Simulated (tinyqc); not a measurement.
A ladder of methods, and size consistency: correlation methods against full CI in the sto-3g basis, for BeH2, spin multiplicity 1. Computed by the program tinyqc with PySCF. All electrons correlated; +Q is the Davidson correction (1 - c0^2) E_corr. The last columns treat two copies 100 angstrom apart as one system. FCI is the lowest singlet.

Geometry (angstrom):
```
atom,x,y,z
Be,0.0000,0.0000,0.0000
H,0.0000,1.3000,0.0000
H,0.0000,-1.3000,0.0000
```

RHF energy of one = -15.561278 hartree

Correlation energies (hartree):
```
method,E_corr of one,share of FCI (%),E_corr of two at 100 angstrom,two minus twice one (mhartree)
MP2,-0.022576,66.8555,-0.045153,0.0000
CISD,-0.033064,97.9120,-0.064588,1.5401
CISD+Q,-0.033873,100.3081,-0.067521,0.2247
CCSD,-0.033395,98.8920,-0.066790,0.0000
CCSD(T),-0.033595,99.4852,-0.067190,0.0000
FCI,-0.033769,100.0000,-,-
```

What does the comparison show, and why?

MP2 recovers 67 %, CISD 97.9 % and CCSD 98.9 % of the FCI value (c0^2 = 0.976 in CISD). MP2 and coupled cluster are size consistent, so their last column vanishes; CISD loses 1.54 mhartree, since a double excitation on each copy is a quadruple of the pair, and the Davidson correction leaves +0.22.
